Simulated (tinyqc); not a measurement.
Five forms on the same table: equation-of-state fits to an energy-volume table made by a known binding curve. Computed by tinyqc, a small Python program. Command: `OMP_NUM_THREADS=1 python tinyqc.py 3001165 3001166 out.jsonl eosfit walk`. One thread of a shared host (Intel(R) Xeon(R) Processor @ 2.30GHz), about 0.02 s of CPU time with the checks.

With x = (V/V_0)^(1/3), the energy per atom is E = -D [1 + eta (x - 1)] exp(-eta (x - 1)), so that B0 = D eta^2/(9 V_0) and B' = 1 + 2 eta/3. B' = dB/dP at P = 0.

Inputs (values chosen for the exercise, for a model crystal):
```
quantity                                   value             unit
cohesive energy D                           1.79          eV/atom
true volume V_0                             9.89  angstrom^3/atom
stiffness eta                               6.32                -
half-width of the volume window w           0.16                -
shift of the window centre s             0.00036                -
points N                                      11                -
compression V/V_0 for the pressure test     0.85                -
```

Binding curve: universal binding. Noise: none.

Constants: 1 eV/angstrom^3 = 160.2176634 GPa.

Method:
- B0 and B' from the formulas above; P = -dE/dV at V = c V_0 (c the compression chosen), from the curve itself.
- Table: V_j = V_0 [1 + s + w (2 j/(N - 1) - 1)], j = 0..N-1, rounded to 0.001; E_j from the curve, rounded to 1e-7 eV.
- Murnaghan: E = E0 + (B0 V/B') [(V0/V)^B'/(B' - 1) + 1] - B0 V0/(B' - 1), P = (B0/B') [(V0/V)^B' - 1].
- Birch-Murnaghan: E = E0 + (9 V0 B0/16) [y^3 B' + y^2 (2 - 4 y)], y = (V0/V)^(2/3) - 1; P = (3 B0/2) (x^7 - x^5) [1 + (3/4)(B' - 4)(x^2 - 1)], x = (V0/V)^(1/3).
- Vinet: E = E0 + (9 B0 V0/h^2) {1 + [h (1 - x) - 1] exp(h (1 - x))}, P = 3 B0 (1 - x) x^-2 exp(h (1 - x)), x = (V/V0)^(1/3), h = (3/2)(B' - 1).
- All are least-squares fits to the energies; for polynomials in V, B0 = V E'' and B' = -1 - V E'''/E'' at the minimum.

exact B0 = 128.694 GPa

exact B' = 5.21333

exact pressure at c V_0 = 31.6622 GPa

Table:
```
V (angstrom^3)      E (eV)
8.311           -1.6456694
8.628           -1.7044923
8.944           -1.7453300
9.261           -1.7716059
9.577           -1.7857484
9.894           -1.7899994
10.210          -1.7861078
10.527          -1.7755307
10.843          -1.7595638
11.159          -1.7392062
11.476          -1.7152328
```

Fitted values:
```
form             V0 (angstrom^3)  B0 (GPa)       B'  P at c V_0 (GPa)
exact                      9.890    128.69   5.2133            31.662
parabola in V             10.070    141.14  -1.0000                 -
cubic in V                 9.887    139.15   5.0764                 -
Murnaghan                  9.894    126.43   5.0550            31.969
Birch-Murnaghan            9.891    128.06   5.1744            31.751
Vinet                      9.890    128.69   5.2133            31.662
```

What follows from these numbers?

In B0 the Vinet form comes closest (0.00 %) and the parabola in V form misses most (+9.67 %). A parabola in V has no third derivative, so its B' is -1 by construction. At c V_0, inside the window, the pressure errors are Murnaghan +1.0 %, Birch-Murnaghan +0.3 %, Vinet 0.0 %.

Extremes, crossings and ranges named in words are read from the listed rows.
